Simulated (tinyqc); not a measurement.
Donor binding, ionisation and the Mott limit: Freeze-out.

Hydrogenic donor: Ry = (m0 q^3/(8 eps0^2 h^2)) me/eps_r^2 in eV, E0 = cc Ry, radius a = q/(8 pi eps0 eps_r E0), Mott density Nm = (0.26/a)^3. Below Nm the level sinks as Ed = E0 [1 - (N/Nm)^(1/3)]. Neutrality: Nc F12(eta) = N/(1 + 2 exp(eta + Ed/kB T)), F12(x) = (2/sqrt(pi)) int_0^infinity sqrt(u)/(1 + exp(u - x)) du.

Nc is given at 100 K and scales as T^1.5.

Parameters, values chosen for the exercise; band and dielectric values close to those of gallium phosphide:
- eps_r = 10.9 (relative permittivity)
- me = 0.301 m0 (mass in the hydrogenic formula, set independently of Nc)
- Nc = 3.48e18 cm^-3 (conduction-band density of states at 100 K)
- cc = 2.2 (ratio of the true binding energy to the hydrogenic one)
- N = 5.9e18 cm^-3 (donor density)

Constants: q = 1.602176634e-19 C, kB = 1.380649e-23 J/K, eps0 = 8.8541878128e-12 F/m, h = 6.62607015e-34 J s, m0 = 9.1093837015e-31 kg, Vt = kB T/q. Results are converted to the units shown.

Freeze-out:
```
T (K)      eta  n (cm^-3)  ionised (%)  ln(n/T^0.75)
30     -4.9668  3.9733e15     0.067344        33.367
45     -3.3394  3.6792e16      0.62360        35.289
60     -2.5907  1.1816e17       2.0027        36.240
80     -2.0905  2.9522e17       5.0037        36.940
110    -1.7625  6.5072e17       11.029        37.492
150    -1.6234  1.1813e18       20.022        37.855
220    -1.6455  2.0553e18       34.836        38.122
300    -1.7888  2.8587e18       48.452        38.219
400    -2.0027  3.5906e18       60.857        38.231
```

The ionised share rises from 0.0673 to 60.9 %. Between the first two rows ln(n/T^0.75) has the slope -14.9 meV against q/kB T; deep freeze-out without compensation gives -Ed/2 = -15.0 meV.

Range of the model: A sharp level with degeneracy 2 overstates freeze-out near Nm, where the impurity band broadens and merges with the conduction band.

Computed by the program tinyqc: `OMP_NUM_THREADS=1 python tinyqc.py 2330016 2330017 out.jsonl`, one thread of a shared Intel Xeon 2.30GHz, about 0.02 s for the whole run.
